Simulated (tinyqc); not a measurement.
Bound state in one dimension: Numerov shooting, finite differences, DVR, step by step. Computed by tinyqc, a small Python program that keeps every step. Settings: points = 64. Command: `OMP_NUM_THREADS=1 python tinyqc.py 26135 26136 out.jsonl` (the two numbers bound the seeds that draw the settings). One thread of a shared host (Intel(R) Xeon(R) Processor @ 2.60GHz), about 0.01 s of CPU time with the checks.

## Numerov steps at E = 0.1

One particle of mass 1 in V = 9.88 (1 - exp(-0.49 x))^2 (atomic units), psi = 0 at both ends:
```
parameter,value
left end,-1.600000
right end,7
intervals,64
h,0.134375
state sought (nodes),1
```

k_i = 2 m (E - V_i); (1 + h^2 k_(i+1)/12) y_(i+1) = 2 (1 - 5 h^2 k_i/12) y_i - (1 + h^2 k_(i-1)/12) y_(i-1), from y_0 = 0, y_1 = 0.001.

Points along the way:
```
i,x,V,k,y
0,-1.6000,13.9961,-27.7923,0.0000
1,-1.4656,10.9062,-21.6123,0.0010
2,-1.3313,8.3620,-16.5240,0.0024
3,-1.1969,6.2858,-12.3716,0.0045
4,-1.0625,4.6100,-9.0200,0.0076
5,-0.9281,3.2760,-6.3520,0.0119
21,1.2219,2.0050,-3.8100,0.2220
22,1.3562,2.3288,-4.4577,0.2755
23,1.4906,2.6540,-5.1080,0.3514
24,1.6250,2.9777,-5.7553,0.4602
25,1.7594,3.2976,-6.3952,0.6175
26,1.8938,3.6119,-7.0239,0.8472
```

## Bisection on the node count

With more sign changes than the state has nodes (the last point included) the energy is too high, else too low; the bracket starts as 0.1 to 10.

Trials:
```
trial,E,sign changes,y at the right end,next
1,5.050000,3,-1.09e+02,lower
2,2.575000,1,-7.38e+04,raise
3,3.812500,2,4.19e+03,lower
4,3.193750,2,6.96e+03,lower
5,2.884375,1,-9.78e+03,raise
6,3.039062,2,2.03e+03,lower
7,2.961719,1,-2.78e+03,raise
8,3.000391,1,-1.35e+02,raise
9,3.019727,2,1.00e+03,lower
10,3.010059,2,4.48e+02,lower
11,3.005225,2,1.60e+02,lower
12,3.002808,2,1.39e+01,lower
13,3.001599,1,-6.02e+01,raise
14,3.002203,1,-2.31e+01,raise
...,...,...,...,...
28,3.002581,1,-1.38e-03,raise
29,3.002581,1,-2.51e-04,raise
30,3.002581,2,3.13e-04,lower
```

eigenvalue = 3.002581 hartree

## The same grid by other methods

Three-point finite differences and the sine-DVR kinetic matrix of Colbert and Miller on the same points.

Lowest levels (hartree):
```
state,finite differences,DVR
0,1.0578,1.0602
1,2.9927,3.0026
2,4.6882,4.7090
3,6.1461,6.1773
```
